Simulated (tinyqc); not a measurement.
What moves the results: Fermi-Dirac statistics of conduction electrons. A value that a table varies takes the place of the one given here.

Non-parabolic band E (1 + alpha E) = c k^2/m: n = Nc (2/sqrt(pi)) integral_0^infinity sqrt(x (1 + a x)) (1 + 2 a x) dx/(1 + exp(x - eta)) with a = alpha kT and eta = (EF - Ec)/kT; a = 0 gives n = Nc F_1/2(eta).

Constants: hbar^2/2m0 = 3.80998211 eV angstrom^2; kB = 8.617333262e-05 eV/K.

Inputs chosen for the exercise (near those of Si, lowest valleys alone; the results hold for these values, not for the real material):
```
symbol  value    unit      meaning
m       1.0643   m0        density-of-states mass of the conduction band
T       300      K
alpha   0.45     1/eV      non-parabolicity
m1      0.191    m0        mass of one isotropic band with spin
L       50       angstrom  confinement length used to compare densities
n       2.2e+18  1/cm^3    electron density
```

## Parabolic against non-parabolic filling

N = 2 (m kB T/(4 pi c))^(3/2) with c = hbar^2/2m0, in 1/angstrom^3; times 1e24 for 1/cm^3. k_F = (3 pi^2 n)^(1/3) and the energy E0 that solves E (1 + alpha E) = c k_F^2/m give the limit of zero temperature.

EF - Ec (meV):
```
n (1/cm^3)  parabolic  non-parabolic  non-parabolic, 0 K
3.0e+18         -56.3          -57.5                 7.1
1.0e+19         -22.9          -24.2                15.8
4.0e+19          22.6           20.6                39.4
1.0e+20          65.0           61.3                71.5
4.0e+20         182.9          168.2               172.6
1.0e+21         341.0          298.8               301.7
```

Non-parabolicity lowers EF by 1.2 meV at the lowest density and by 42.2 meV at the highest, where alpha (EF - Ec) = 0.13. Temperature lowers EF below its 0 K value by 64.6 meV at the lowest density and by 2.8 meV at the highest. EF enters the band between 1e+19 and 4e+19 1/cm^3.

## Dimension (statistics of electrons in three, two and one dimensions)

One band edge at E = 0, lambda = sqrt(4 pi c/(m1 kT)) with c = hbar^2/2m0. Densities with spin: n3 = (2/lambda^3) F_1/2(eta), n2 = (2/lambda^2) F_0(eta) with F_0 = ln(1 + exp(eta)), n1 = (2/lambda) F_-1/2(eta). F_j(eta) = (1/Gamma(j + 1)) integral_0^infinity x^j dx/(1 + exp(x - eta)), which tends to exp(eta) for eta << 0.

The last two columns turn the sheet and line densities into volume densities, n2/L and n1/L^2, over n3.

Densities:
```
eta  n3 (1/cm^3)  n2 (1/cm^2)  n1 (1/cm)  (n2/L)/n3  (n1/L^2)/n3
-4      3.81e+16     3.74e+10   3.67e+04       1.96         3.85
-2      2.71e+17     2.62e+11   2.51e+05       1.93         3.71
-1      6.87e+17     6.46e+11   5.97e+05       1.88         3.48
0       1.60e+18     1.43e+12   1.23e+06       1.78         3.07
1       3.30e+18     2.71e+12   2.09e+06       1.64         2.53
2       5.91e+18     4.39e+12   2.97e+06       1.48         2.01
4       1.36e+19     8.29e+12   4.44e+06       1.22         1.30
8       3.64e+19     1.65e+13   6.44e+06      0.908        0.708
```

lambda = 98.5 angstrom

Far below the edge all three follow exp(eta), and the ratios tend to lambda/L = 1.969 and its square. From eta = 4 to 8 the densities grow by 2.67, 1.99 and 1.45, near the powers 2^(3/2), 2 and 2^(1/2) that the densities of states E^(1/2), E^0 and E^(-1/2) give. One subband serves while EF stays several kT below the second, 9.1 kT up for hard walls; rows with a larger eta, if any, overfill it.

## What moves the Fermi level

N = 2 (m kB T/(4 pi c))^(3/2) with c = hbar^2/2m0, in 1/angstrom^3; times 1e24 for 1/cm^3. Each row changes one parameter from the base and keeps the others.

Results:
```
case                parabolic EF - Ec (meV)  non-parabolic EF - Ec (meV)
base                                 -64.62                       -65.78
m = 0.9579 m0                        -60.41                       -61.58
T = 350 K                            -82.53                       -84.10
n = 4.4e+18 1/cm^3                   -45.97                       -47.18
alpha = 0.675 1/eV                   -64.62                       -66.35
```

The largest shifts from the base row, up to three for each result and ties (the steps differ in size, so this ranks the rows, not the parameters). parabolic EF - Ec (meV): n +18.65, T -17.92, m +4.21; unchanged at the printed digits by alpha. non-parabolic EF - Ec (meV): n +18.60, T -18.32, m +4.20.

(tinyqc, `OMP_NUM_THREADS=1 python tinyqc.py 1651331 1651332 out.jsonl`, Intel(R) Xeon(R) Processor @ 2.30GHz, 1 thread, shared host, about 0.01 s.)
